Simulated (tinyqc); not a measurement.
# Changing the gas velocity U

Model: chemical vapour deposition: Grove model, boundary layer, depletion and step coverage. Computed by tinyqc, a small Python program. Command: `OMP_NUM_THREADS=1 python tinyqc.py 3025325 3025326 out.jsonl cvd sweep`. One thread of a shared host (Intel(R) Xeon(R) Processor @ 2.30GHz), about 0.01 s of CPU time with the checks.

A precursor diffuses to the surface and reacts there at first order; each molecule that reacts adds one formula unit of film.

Inputs (values chosen for the exercise, close to those used for polysilicon from silane):

| quantity | value | unit |
|---|---|---|
| prefactor k0 of k_s | 6.2e+07 | cm/s |
| activation energy E | 1.53 | eV |
| temperature T | 590 | C |
| total pressure p | 760 | torr |
| mole fraction of the precursor Y | 0.0016 | - |
| gas diffusivity D0 at 273.15 K and 760 torr | 0.12 | cm^2/s |
| film density N | 5e+22 | formula units/cm^3 |
| precursor mass M | 32 | u |
| kinematic viscosity nu0 at 273.15 K and 760 torr | 0.58 | cm^2/s |
| susceptor length L | 27 | cm |
| channel height b | 7.6 | cm |

Reactor: horizontal, atmospheric.

Constants: k_B = 1.380649e-23 J/K; u = 1.6605390666e-27 kg; k_B = 8.617333262e-05 eV/K.

Method:
- k_s = k0 exp(-E/(k_B T)); C_g = Y p/(k_B T), 1 torr = 133.322 Pa; D = D0 (T/273.15)^1.75 (760/p).
- Temperatures in kelvin are T(C) + 273.15.
- Mean speed c = sqrt(8 k_B T/(pi M)); reactive sticking probability beta = 4 k_s/c.
- nu = nu0 (T/273.15)^1.75 (760/p); Re = U L/nu; mean boundary layer delta = (2/3) L/sqrt(Re), at most b/2; h_g = D/delta.
- Fluxes in series: C_s = C_g/(1 + k_s/h_g); growth rate G = k_s h_g/(k_s + h_g) C_g/N; 1 cm/s = 6e8 nm/min.
- Plug flow: U b dC/dx = -k_eff C with k_eff = k_s h_g/(k_s + h_g), so C falls as exp(-k_eff x/(U b)); the used share of the precursor is 1 - C(L)/C(0).

One run for each value:

| gas velocity U (cm/s) | growth rate G at the inlet (nm/min) | rate at the outlet over rate at the inlet | boundary layer delta (cm) | Reynolds number Re |
|---|---|---|---|---|
| 3.0 | 9.037 | 0.93655 | 3.8000 | 18.6 |
| 5.5 | 9.457 | 0.96327 | 3.0786 | 34.2 |
| 10.0 | 9.969 | 0.97854 | 2.2831 | 62.2 |
| 18.0 | 10.379 | 0.98753 | 1.7017 | 111.9 |
| 33.0 | 10.716 | 0.99296 | 1.2568 | 205.1 |
| 60.0 | 10.976 | 0.99603 | 0.9321 | 372.9 |
| 110.0 | 11.180 | 0.99779 | 0.6884 | 683.7 |
| 200.0 | 11.334 | 0.99877 | 0.5105 | 1243.1 |

Describe and explain the trends.

Over the rows, growth rate G at the inlet (nm/min) rises from 9.04 to 11.3 (exponent d ln y / d ln x 0.075 between the first rows and 0.023 between the last); rate at the outlet over rate at the inlet rises from 0.937 to 0.999 (exponent d ln y / d ln x 0.046 between the first rows and 0.0016 between the last); boundary layer delta (cm) falls from 3.80 to 0.511 (exponent d ln y / d ln x -0.35 between the first rows and -0.50 between the last). At the high end the exponent of growth rate G at the inlet is 0.02, close to 0: the rate does not feel the flow. Faster flow thins the boundary layer once it is below the cap and carries the gas past before it is depleted.

Caution (rows 3.00): the boundary layer is capped at b/2, so U, L and nu no longer affect h_g.
